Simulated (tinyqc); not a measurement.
Schottky diode by the thermionic emission-diffusion theory: effect of the doping.

Metal on an n-type semiconductor with one parabolic valley; V > 0 is forward bias (metal positive). The band bends as a parabola over the depletion layer, by Vd = Vbi - V; no image force. Carriers drift and diffuse up to the interface and leave it with the velocity vR.

A* = 4 pi q me m0 kB^2/h^3 (times 1e-4 for A/(cm^2 K^2)); Nc = 2 (2 pi me m0 kB T/h^2)^1.5 (times 1e-6 for cm^-3); Vbi = phi - Vt ln(Nc/Nd); vR = A* T^2/(q Nc). LD = sqrt(eps0 eps_r Vt/(q Nd)), a = sqrt((Vbi - V)/Vt), D(a) = exp(-a^2) int_0^a exp(s^2) ds (Dawson), vD = mun Vt/(sqrt(2) LD D(a)). J = q Nc [vR vD/(vR + vD)] exp(-phi/Vt) [exp(V/Vt) - 1].

Inputs (values chosen for the exercise); band and dielectric values those of a made-up semiconductor:
```
symbol   value        unit                             meaning
T          200           K                         temperature
me      0.0867          m0                       electron mass
eps_r     9.81                           relative permittivity
mun       5400  cm^2/(V s)                   electron mobility
phi       0.47          eV  barrier height seen from the metal
V         0.19           V                                bias
```

Constants: q = 1.602176634e-19 C, kB = 1.380649e-23 J/K, h = 6.62607015e-34 J s, m0 = 9.1093837015e-31 kg, Vt = kB T/q, eps0 = 8.8541878128e-14 F/cm where lengths are in cm. Results are converted to the units shown.

The same in every row: vR (cm/s) = 7.460e6.

Result of one run:
```
Nd (cm^-3)	vD (cm/s)	vD/(vR + vD)	J (A/cm^2)
5e15	1.006e8	0.9310	0.03413
```

What becomes of these results when the donor density Nd is changed from 5e15 to 9.7e14 cm^-3, all else the same?

Result of the changed run:
```
Nd (cm^-3)	vD (cm/s)	vD/(vR + vD)	J (A/cm^2)
9.7e14	4.080e7	0.8454	0.03099
```

The whole series:
```
Nd (cm^-3)	vD (cm/s)	vD/(vR + vD)	J (A/cm^2)
8.3e13	1.018e7	0.5772	0.02116
1.9e14	1.635e7	0.6867	0.02518
4.3e14	2.592e7	0.7765	0.02847
9.7e14	4.080e7	0.8454	0.03099
2.2e15	6.414e7	0.8958	0.03284
5e15	1.006e8	0.9310	0.03413
1.1e16	1.546e8	0.9540	0.03497
2.6e16	2.462e8	0.9706	0.03558
5.8e16	3.794e8	0.9807	0.03595
```

vD rises from 1.02e7 to 3.79e8 cm/s, as Nd^(0.55) at fixed mobility, and J rises from 0.0212 to 0.0360 A/cm^2, while the pure emission value 0.0367 A/cm^2 does not depend on Nd. In 6 of the 9 rows vD exceeds 3e7 cm/s, beyond usual saturation velocities, since the low-field mobility is used at the surface field.

Numbers from tinyqc (`OMP_NUM_THREADS=1 python tinyqc.py 2640132 2640133 out.jsonl`; about 0.01 s on one thread of a shared Intel Xeon 2.30GHz).
